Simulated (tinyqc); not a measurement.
Adding salt: a particle near a wafer in liquid: double-layer and van der Waals forces (DLVO), deposition barrier and removal. Computed by tinyqc, a small Python program. Command: `OMP_NUM_THREADS=1 python tinyqc.py 3111791 3111792 out.jsonl dlvo walk`. One thread of a shared host (Intel(R) Xeon(R) Processor @ 2.30GHz), about 0.01 s of CPU time with the checks.

Sphere and flat wall, Derjaguin approximation, constant potentials in the linear-superposition form, no retardation and no hydration force.

Inputs (values chosen for the exercise, of the order of those for polymer latex on silicon in water):

| quantity | value | unit |
|---|---|---|
| particle radius R | 13 | nm |
| Hamaker constant A | 1.4e-20 | J |
| potential of the particle psi_1 | -32 | mV |
| potential of the wafer psi_2 | -61 | mV |
| salt concentration c | 0.00046 | mol/L |
| valence z of the symmetric salt | 2 | - |
| temperature T | 298 | K |
| dielectric constant of the liquid | 78.4 | - |

Constants: e = 1.602176634e-19 C; N_A = 6.02214076e+23 1/mol; eps_0 = 8.8541878128e-12 F/m; k_B = 1.380649e-23 J/K; k_B = 8.617333262e-05 eV/K.

Method:
- kappa^2 = 2 z^2 e^2 N_A (1000 c)/(eps eps_0 k_B T); gamma_i = tanh(z e psi_i/(4 k_B T)); Z = 64 pi eps eps_0 (k_B T/(z e))^2 gamma_1 gamma_2.
- The barrier height is zero when U = 0 and F = 0 together: kappa h = 1 and kappa = 6 Z/(e A), e = 2.718282 here; c follows from kappa^2, with the potentials held fixed.
- U(h) = Z R exp(-kappa h) - A R/(6 h); F(h) = -dU/dh = kappa Z R exp(-kappa h) - A R/(6 h^2), positive for repulsion.
- F = 0 reads x^2 exp(-x) = y with x = kappa h and y = A kappa/(6 Z); the left side peaks at x = 2 with 4/e^2 = 0.5413, so roots exist for smaller y: x < 2 is the barrier, x > 2 the secondary minimum.
- kappa scales as sqrt(c); potentials are held fixed. A dash marks rows without a maximum.

critical concentration = 0.0640702 mol/L

kappa = 0.141133 1/nm

Z = 10.5645 pN

Against the concentration:

| c (mol/L) | Debye length (nm) | barrier at (nm) | barrier (k_B T) | minimum at (nm) | minimum (k_B T) |
|---|---|---|---|---|---|
| 6.41e-06 | 60.024 | 3.7568 | 29.393 | 6.1595e+02 | -1.0803e-02 |
| 6.41e-05 | 18.981 | 2.1678 | 26.377 | 1.6711e+02 | -3.9107e-02 |
| 6.41e-04 | 6.002 | 1.2811 | 21.210 | 4.3636e+01 | -1.4572e-01 |
| 3.20e-03 | 2.686 | 0.9130 | 15.687 | 1.6447e+01 | -3.7504e-01 |
| 1.28e-02 | 1.343 | 0.7092 | 9.292 | 6.7700e+00 | -8.7294e-01 |
| 3.20e-02 | 0.850 | 0.6262 | 4.199 | 3.5959e+00 | -1.5659e+00 |
| 5.77e-02 | 0.633 | 0.6011 | 0.643 | 2.2977e+00 | -2.3252e+00 |
| 9.61e-02 | 0.490 | 0.6181 | -2.468 | 1.4626e+00 | -3.3513e+00 |
| 1.92e-01 | 0.347 | - | - | - | - |

What does the comparison show, and why?

At low salt the barrier tends to Z R = 33.4 k_B T; it is half of that between 6.4e-4 and 0.0032 mol/L and changes sign at 0.064 mol/L, while the secondary minimum deepens to -2.3 k_B T at 0.9 of that. Caution: kappa R is not large, so the Derjaguin approximation is only rough at gaps of the order of the Debye length.

Extremes, crossings and ranges named in words are read from the listed rows.
